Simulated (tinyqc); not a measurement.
Inside a calculation: inter-valley coupling by envelope functions against a chain of atomic planes. Values are carried at full precision from step to step, so a last printed digit may differ when a step is redone from the rounded ones.

Chain: E(phi) = e0 + 2 v cos(phi) + 2 u cos(2 phi), cos(phi0) = -v/(4u), e0 = 2u + v^2/(4u); plane j = 0, 1, ... has the potential V_j = dE x_j + F (j - 30) a/4 (1 MV/m = 1e-4 V/angstrom). There are 30 barrier planes a side; with y = j - 29.5, x_j = xb (f(y) + f(Nw - y)), f(y) = 1/(1 + exp(y/L)), plus any Ge added in the well. The valley splitting is the spacing of the two lowest levels. Envelope theory: F_j solves a one-valley chain with hopping -b and diagonal 2b + V_j, b = 4u sin^2(phi0), sum F_j^2 = 1; the valleys couple by Dv = sum_j F_j^2 V_j exp(-2 i phi0 j) and split by 2|Dv|.

Constants: hbar^2/2m0 = 3.80998211 eV angstrom^2.

Values chosen for the exercise (near those of the Delta valleys of silicon in a SiGe well; shifted at random, so the results belong to these values and not to a real crystal): a = 5.431 angstrom (lattice constant; planes lie a/4 apart); u = 0.631 eV (second-neighbour hopping); v = 0.732 eV (nearest hopping); Nw = 37 (planes in the well); L = 1.25 planes (interface width); xb = 0.28 (Ge fraction of the barriers); dE = 0.57 eV (offset per unit Ge fraction); F = 8 MV/m (field); js = 54 (plane j of a Ge spike (the well starts at j = 30)); xs = 0.08 (Ge fraction added on that plane).

## Valley phase, mass and the wavelengths that couple the valleys

phi0; b = 4u sin^2(phi0); mass m/m0 = c/(b (a/4)^2), c = hbar^2/2m0. A potential couples the valleys if its phase advances by 2 phi0 a plane, or, since only whole planes count, by 2 pi - 2 phi0: periods pi/phi0 and pi/(pi - phi0) planes.

phi0 = 1.86504 rad
b = 2.31171 eV
mass = 0.8940 m0

periods (planes): pi/phi0 1.6845, pi/(pi - phi0) 2.4610

longer period = 3.3414 angstrom

## The smooth well

Lowest doublet of the chain and the envelope result.

level (meV): chain 30.011, envelope 30.065

splitting (micro-eV): chain 1.11, envelope 1.11

planes covered, 1/sum F^4 = 27.50
largest F_j^2 = 0.05003

The levels agree within 0.05 meV. A graded interface has little Fourier weight at 2 phi0, so the splitting is a small remainder of cancelling terms; the envelope value is 1.01 times that of the chain.

## One plane of added Ge, to first order

F_j^2 of the smooth well on that plane = 0.02324

F_j is the envelope on plane j (sum F_j^2 = 1) and Dv the coupling of the two valleys, which split by 2|Dv|. A single plane has Fourier weight at all wavelengths: it adds dE xs F_j^2 to |Dv|, so the splitting is about 2 dE xs F_j^2 if this term rules, and the mean of the doublet rises by dE xs F_j^2.

splitting = 2120 micro-eV
rise of the mean level = 1.060 meV

The chain with the spike gives 1810 micro-eV and a rise of 0.905 meV; the envelope solved with the spike gives 1798. First order is +17 % off: the state draws back from the spike, which the envelope solved anew includes.

## Checks

- Splitting with a weak spike (0.02) on plane j = 42 from the envelope against the chain (micro-eV): both 1.11e+03.

Run: tinyqc, `OMP_NUM_THREADS=1 python tinyqc.py 1481309 1481310 out.jsonl`; Intel(R) Xeon(R) Processor @ 2.30GHz, one thread, shared host; about 0.1 s of CPU time with all checks.
